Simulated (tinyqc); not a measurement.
Virtual-crystal alloy in the empirical-pseudopotential method, step by step. Values are carried at full precision from step to step, so a last printed digit may differ when a step is redone from the rounded ones.

Virtual crystal A(1-x)B(x): a = (1 - x) a_A + x a_B. Rule linear: V = (1 - x) V_A + x V_B. Rule volume: V = [(1 - x) a_A^3 V_A + x a_B^3 V_B]/a^3, since a form factor is an atomic potential divided by the cell volume.

Constants: hbar^2/2m0 = 3.80998211 eV angstrom^2; Ry = 13.60569312 eV.

Values chosen for the exercise (classic local form factors of the size used for Si (A) and Ge (B), which place X and L only to a few tenths of an eV; shifted at random, so the results belong to these values and not to a real crystal):
- a = (5.435, 5.653) angstrom (lattice constants of A, B)
- VSA = (-0.214, 0.039, 0.081) Ry (symmetric form factors of A)
- VAA = (0, 0, 0) Ry (antisymmetric form factors of A)
- VSB = (-0.231, 0.009, 0.06) Ry (symmetric form factors of B)
- VAB = (0, 0, 0) Ry (antisymmetric form factors of B)
- rule = linear (mixing rule)
- x = 0.83 (fraction of B)

## The virtual crystal

Form a, the two weights and the form factors.

a = 5.6159 angstrom

weights of A and B: 0.17000  0.83000

VS at 3, 8, 11 (Ry): -0.22811  0.01410  0.06357

VA at 3, 4, 11 (Ry): 0.00000  0.00000  0.00000

## The six lowest plane waves at X

Empirical pseudopotential on the fcc lattice, atoms at +/- tau, tau = a (1,1,1)/8, no spin-orbit coupling. H(G,G') = c (2 pi/a)^2 |k + G|^2 delta + VS(q) cos(q.tau) + i VA(q) sin(q.tau), q = G - G', c = hbar^2/2m0; k and G in units of 2 pi/a; VS at |q|^2 = 3, 8, 11 and VA at 3, 4, 11, in rydberg, zero elsewhere. At each k the basis holds all G with |k + G|^2 up to 16; energies are counted from the fourth level at Gamma.

k = (1,0,0) with the small basis G = (0,0,0), (-2,0,0), (-1,1,1), (-1,-1,-1), (-1,1,-1), (-1,-1,1) in place of the full one.

H in this small basis (eV):
```
           000    -200  -1+1+1  -1-1-1  -1+1-1  -1-1+1
000      4.769       0  -2.195   2.195  -2.195  -2.195
-200         0   4.769   2.195  -2.195  -2.195  -2.195
-1+1+1  -2.195   2.195   9.538  -0.192       0       0
-1-1-1   2.195  -2.195  -0.192   9.538       0       0
-1+1-1  -2.195  -2.195       0       0   9.538   0.192
-1-1+1  -2.195  -2.195       0       0   0.192   9.538
```

## Levels in the small basis

Diagonalise; the gap between the fourth and fifth level is a first estimate of the direct gap at X.

levels (absolute scale of H) (eV): 2.208  2.208  9.346  9.346  12.291  12.291

gap = 2.945 eV

The full basis gives 3.786 eV for this gap.

## The lowest conduction band along Gamma-X and at L

Full basis at each k.

Levels (eV):

| k | band 3 | band 4 | band 5 | band 6 |
|---|---|---|---|---|
| L | -1.131 | -1.131 | 1.088 | 4.187 |
| (0.00,0,0) | 0.000 | 0.000 | 1.667 | 3.476 |
| (0.20,0,0) | -0.475 | -0.475 | 2.883 | 3.000 |
| (0.40,0,0) | -1.311 | -1.311 | 1.958 | 3.919 |
| (0.60,0,0) | -2.045 | -2.045 | 1.280 | 2.808 |
| (0.70,0,0) | -2.308 | -2.308 | 1.082 | 2.226 |
| (0.80,0,0) | -2.498 | -2.498 | 0.991 | 1.748 |
| (0.85,0,0) | -2.561 | -2.561 | 0.985 | 1.554 |
| (0.90,0,0) | -2.610 | -2.610 | 1.007 | 1.385 |
| (1.00,0,0) | -2.649 | -2.649 | 1.137 | 1.137 |

On these points band 5 is lowest at (0.85,0,0), 0.985 eV above the valence top: in this model the gap is indirect, by a margin of 682 meV.

## Checks

- Fifth band at (0.85,0,0) against the equivalent point (0,0,-0.85), on the absolute scale of H (eV): both 10.6572.

Computed by tinyqc, a small Python program: `OMP_NUM_THREADS=1 python tinyqc.py 1081543 1081544 out.jsonl` (the numbers bound the seed that draws the inputs); one thread of a shared host (Intel(R) Xeon(R) Processor @ 2.30GHz), about 0.3 s for the whole set of steps.
